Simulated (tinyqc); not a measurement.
Rayleigh-quotient iteration on a symmetric matrix, step by step. Computed by tinyqc, a small Python program that keeps every step. Settings: method = rayleigh, shift = 1.3. Command: `OMP_NUM_THREADS=1 python tinyqc.py 30381 30382 out.jsonl` (the two numbers bound the seeds that draw the settings). One thread of a shared host (Intel(R) Xeon(R) Processor @ 2.60GHz), about 0.01 s of CPU time with the checks.

## Step 1

A, lower triangle:
```
           1         2          3         4         5
1   0.039000
2   0.040000  0.104000
3   0.068000  0.131000   0.208000
4   0.054000  0.347000   0.014000  0.294000
5  -0.050000  0.308000  -0.633000  0.453000  1.501000
```

vector v at the start: 0.447214  0.447214  0.447214  0.447214  0.447214

shift = 1.300000

solve (A - shift) w = v; v' = w/|w| with its largest component positive (the first on a tie); lambda = v'^T A v'; the next shift is lambda.

vector after step 1: 0.349108  0.310076  0.675377  0.243499  -0.516286

Rayleigh quotient after step 1 = 0.935882

## Step 2

As before.

vector after step 2: 0.270046  0.568852  0.446783  0.618879  0.144418

Rayleigh quotient after step 2 = 0.633325

## Step 3

As before.

vector after step 3: 0.203312  0.555109  0.519012  0.602223  -0.135911

Rayleigh quotient after step 3 = 0.548321

## Course of the iteration

Stop when the residual |A v - lambda v| is below 1e-9.

Steps:

| step | lambda | residual |
|---|---|---|
| 1 | 0.93588177 | 6.75e-01 |
| 2 | 0.63332473 | 3.55e-01 |
| 3 | 0.54832095 | 2.62e-02 |
| 4 | 0.54802329 | 7.08e-06 |
| 5 | 0.54802329 | 2.08e-16 |

all eigenvalues, for comparison: -0.239571  -0.111971  0.019563  0.548023  1.929956

Converged in 5 steps.
